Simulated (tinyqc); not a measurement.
Thin film between two gates, subbands and threshold shift from confinement: one step of the calculation.

Undoped body with a flat potential across it, hard walls, transport along x. Three valley pairs (g = 2 each) with the longitudinal mass along x, y or z. Non-parabolicity enters the subband edges through E (1 + al E) = gamma, so E = 2 gamma/(1 + sqrt(1 + 4 al gamma)); motion within a subband is taken as parabolic with the band-edge mass. Energies are counted from the bulk band edge.

Task. Lowest subbands. gamma = C (pi k/(t + dl))^2/mz, C = hbar^2/(2 m0). List the 6 lowest, labelled by valley axis and quantum numbers, with degeneracy g and N_k: N_k = g sqrt(mx my) m0 kB T/(pi hbar^2).

Parameters, values chosen for the exercise; masses close to those of silicon: temperature T = 300 K; longitudinal mass ml = 0.92 m0; transverse mass mt = 0.194 m0; non-parabolicity al = 0.5 1/eV; film thickness (along z) t = 8.4 nm; widening of the box by penetration into the insulator dl = 0 nm.

Constants: q = 1.602176634e-19 C, kB = 1.380649e-23 J/K, hbar = 1.054571817e-34 J s, m0 = 9.1093837015e-31 kg, Vt = kB T/q, hbar^2/(2 m0) = 0.0380998212 eV nm^2. Results are converted to the units shown.

Wanted: E_k; g; N_k.

Result.

| subband | E_k (eV) | g | N_k (cm^-2) |
|---|---|---|---|
| z1 | 0.0057760 | 2 | 4.1901e12 |
| z2 | 0.022908 | 2 | 4.1901e12 |
| x1 | 0.027103 | 2 | 9.1246e12 |
| y1 | 0.027103 | 2 | 9.1246e12 |
| z3 | 0.050841 | 2 | 4.1901e12 |
| z4 | 0.088744 | 2 | 4.1901e12 |

Program tinyqc, `OMP_NUM_THREADS=1 python tinyqc.py 2350106 2350107 out.jsonl`; Intel Xeon 2.30GHz, shared host, one thread, about 0.07 s.
